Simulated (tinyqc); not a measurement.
All estimates against temperature: estimate of lattice thermal conductivity from elastic moduli (Slack, Klemens and Cahill formulas). Computed by tinyqc, a small Python program. Command: `OMP_NUM_THREADS=1 python tinyqc.py 3004825 3004826 out.jsonl slack walk`. One thread of a shared host (Intel(R) Xeon(R) Processor @ 2.30GHz), about 0.01 s of CPU time with the checks.

An isotropic solid.

Inputs (values chosen for the exercise, for a model crystal):

| quantity | value | unit |
|---|---|---|
| bulk modulus B | 264 | GPa |
| shear modulus G | 214 | GPa |
| volume per atom V | 21.4 | angstrom^3 |
| mean atomic mass M | 118 | u |
| atoms per primitive cell n | 4 | - |
| volume expansion coefficient alpha_V | 9.48 | ppm/K |
| temperature T | 300 | K |
| disorder parameter Gamma | 0.08 | - |
| grain size d | 1700 | nm |

Grueneisen parameter: from thermal expansion.

Constants: u = 1.6605390666e-27 kg; hbar = 1.054571817e-34 J s; k_B = 1.380649e-23 J/K; h = 6.62607015e-34 J s.

Method:
- rho = M/V; vL = sqrt((B + 4G/3)/rho), vT = sqrt(G/rho); v_m = [(vL^-3 + 2 vT^-3)/3]^(-1/3); Poisson ratio sigma = (3B - 2G)/(6B + 2G); Theta = hbar v_m (6 pi^2/V)^(1/3)/k_B.
- gamma = alpha_V B V/(3 k_B), with the classical heat capacity 3 k_B per atom.
- Slack, an estimate for T near or above Theta_a: kappa = A M Theta_a^3 delta n^(1/3)/(gamma^2 T) in W/(m K), with M in u, delta = V^(1/3) in angstrom, Theta_a = Theta n^(-1/3) and A = 2.43e-6/(1 - 0.514/gamma + 0.228/gamma^2).
- High-temperature forms with the classical heat capacity. Klemens: kappa/kappa_0 = arctan(u)/u, u^2 = pi^2 Theta V Gamma kappa_0/(h v_m^2). Grains: 1/kappa_poly = 1/kappa + 1/(C v_m d/3), C = 3 k_B/(n V), the acoustic branches alone.
- Cahill minimum: kappa_min = (pi/6)^(1/3) k_B V^(-2/3) sum over L, T, T of v (T/Theta_i)^2 int_0^(Theta_i/T) x^3 e^x/(e^x - 1)^2 dx, Theta_i = Theta v_i/v_m (64 Gauss-Legendre points).

Grueneisen parameter gamma = 1.29307

Debye temperature Theta = 571.182 K

v_m = 5326.43 m/s

vL = 7745.68 m/s

vT = 4834.46 m/s

acoustic Debye temperature Theta_a = 359.822 K

Kappa (W/(m K)):

| T (K) | perfect crystal | with point defects | polycrystal | minimum |
|---|---|---|---|---|
| 200 | 238.27 | 31.898 | 31.216 | 0.8476 |
| 300 | 158.85 | 25.691 | 25.246 | 1.0366 |
| 400 | 119.14 | 21.991 | 21.665 | 1.1231 |
| 550 | 86.65 | 18.473 | 18.242 | 1.1826 |
| 750 | 63.54 | 15.547 | 15.383 | 1.2159 |
| 1000 | 47.65 | 13.212 | 13.093 | 1.2336 |
| 1300 | 36.66 | 11.359 | 11.271 | 1.2431 |
| 1700 | 28.03 | 9.703 | 9.639 | 1.2488 |

What follows from these numbers?

The perfect crystal follows 1/T. With point defects the exponent runs from -0.53 to -0.59 (the strong-disorder limit is -1/2), and with grains from -0.52 to -0.58. At the highest T it is still 7.7 times the minimum. Rows below Theta_a = 360 K are outside the range of the Slack formula. Caution: T lies below Theta_a, where umklapp processes begin to freeze out and the Slack formula can fall short.

Extremes, crossings and ranges named in words are read from the listed rows.
